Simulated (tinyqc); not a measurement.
Empirical pseudopotential in a few plane waves, step by step. One step of it, computed by the program tinyqc.

Problem. Levels at k. Diagonalise the Hermitian matrix.

H(k) at k (eV):
```
,+0+0+0,-1-1-1,-1-1+1,-1+1-1,-1+1+1,+1-1-1,+1-1+1,+1+1-1,+1+1+1,-2+0+0,+0-2+0,+0+0-2,+0+0+2,+0+2+0,+2+0+0
+0+0+0,2.474664,1.847170+1.404619i,-1.847170+1.404619i,-1.847170+1.404619i,-1.847170-1.404619i,-1.847170+1.404619i,-1.847170-1.404619i,-1.847170-1.404619i,1.847170-1.404619i,0.000000+1.020427i,0.000000+1.020427i,0.000000+1.020427i,0.000000-1.020427i,0.000000-1.020427i,0.000000-1.020427i
-1-1-1,1.847170-1.404619i,22.847596,0.000000-1.020427i,0.000000-1.020427i,-0.693890,0.000000-1.020427i,-0.693890,-0.693890,0.000000,-1.847170-1.404619i,-1.847170-1.404619i,-1.847170-1.404619i,-0.711930+0.125069i,-0.711930+0.125069i,-0.711930+0.125069i
-1-1+1,-1.847170-1.404619i,0.000000+1.020427i,14.278030,0.693890,0.000000-1.020427i,0.693890,0.000000-1.020427i,0.000000,-0.693890,-1.847170+1.404619i,-1.847170+1.404619i,0.711930+0.125069i,1.847170-1.404619i,-0.711930-0.125069i,-0.711930-0.125069i
-1+1-1,-1.847170-1.404619i,0.000000+1.020427i,0.693890,13.631270,0.000000-1.020427i,0.693890,0.000000,0.000000-1.020427i,-0.693890,-1.847170+1.404619i,0.711930+0.125069i,-1.847170+1.404619i,-0.711930-0.125069i,1.847170-1.404619i,-0.711930-0.125069i
-1+1+1,-1.847170+1.404619i,-0.693890,0.000000+1.020427i,0.000000+1.020427i,5.061703,0.000000,0.693890,0.693890,0.000000-1.020427i,1.847170+1.404619i,-0.711930+0.125069i,-0.711930+0.125069i,-1.847170-1.404619i,-1.847170-1.404619i,0.711930-0.125069i
+1-1-1,-1.847170-1.404619i,0.000000+1.020427i,0.693890,0.693890,0.000000,24.141115,0.000000-1.020427i,0.000000-1.020427i,-0.693890,0.711930+0.125069i,-1.847170+1.404619i,-1.847170+1.404619i,-0.711930-0.125069i,-0.711930-0.125069i,1.847170-1.404619i
+1-1+1,-1.847170+1.404619i,-0.693890,0.000000+1.020427i,0.000000,0.693890,0.000000+1.020427i,15.571549,0.693890,0.000000-1.020427i,-0.711930+0.125069i,1.847170+1.404619i,-0.711930+0.125069i,-1.847170-1.404619i,0.711930-0.125069i,-1.847170-1.404619i
+1+1-1,-1.847170+1.404619i,-0.693890,0.000000,0.000000+1.020427i,0.693890,0.000000+1.020427i,0.693890,14.924789,0.000000-1.020427i,-0.711930+0.125069i,-0.711930+0.125069i,1.847170+1.404619i,0.711930-0.125069i,-1.847170-1.404619i,-1.847170-1.404619i
+1+1+1,1.847170+1.404619i,0.000000,-0.693890,-0.693890,0.000000+1.020427i,-0.693890,0.000000+1.020427i,0.000000+1.020427i,6.355223,-0.711930-0.125069i,-0.711930-0.125069i,-0.711930-0.125069i,-1.847170+1.404619i,-1.847170+1.404619i,-1.847170+1.404619i
-2+0+0,0.000000-1.020427i,-1.847170+1.404619i,-1.847170-1.404619i,-1.847170-1.404619i,1.847170-1.404619i,0.711930-0.125069i,-0.711930-0.125069i,-0.711930-0.125069i,-0.711930+0.125069i,17.350138,0.693890,0.693890,-0.693890,-0.693890,0.000000
+0-2+0,0.000000-1.020427i,-1.847170+1.404619i,-1.847170-1.404619i,0.711930-0.125069i,-0.711930-0.125069i,-1.847170-1.404619i,1.847170-1.404619i,-0.711930-0.125069i,-0.711930+0.125069i,0.693890,27.859984,0.693890,-0.693890,0.000000,-0.693890
+0+0-2,0.000000-1.020427i,-1.847170+1.404619i,0.711930-0.125069i,-1.847170-1.404619i,-0.711930-0.125069i,-1.847170-1.404619i,-0.711930-0.125069i,1.847170-1.404619i,-0.711930+0.125069i,0.693890,0.693890,27.213224,0.000000,-0.693890,-0.693890
+0+0+2,0.000000+1.020427i,-0.711930-0.125069i,1.847170+1.404619i,-0.711930+0.125069i,-1.847170+1.404619i,-0.711930+0.125069i,-1.847170+1.404619i,0.711930+0.125069i,-1.847170-1.404619i,-0.693890,-0.693890,0.000000,10.074091,0.693890,0.693890
+0+2+0,0.000000+1.020427i,-0.711930-0.125069i,-0.711930+0.125069i,1.847170+1.404619i,-1.847170+1.404619i,-0.711930+0.125069i,0.711930+0.125069i,-1.847170+1.404619i,-1.847170-1.404619i,-0.693890,0.000000,-0.693890,0.693890,9.427332,0.693890
+2+0+0,0.000000+1.020427i,-0.711930-0.125069i,-0.711930+0.125069i,-0.711930+0.125069i,0.711930+0.125069i,1.847170+1.404619i,-1.847170+1.404619i,-1.847170+1.404619i,-1.847170-1.404619i,0.000000,-0.693890,-0.693890,0.693890,0.693890,19.937177
```

Give: eigenvalues.

Solution.

eigenvalues (eV): -2.993  4.230  5.257  6.387  11.632  13.329  13.931  15.141  15.552  19.441  20.794  22.548  26.105  28.098  31.695
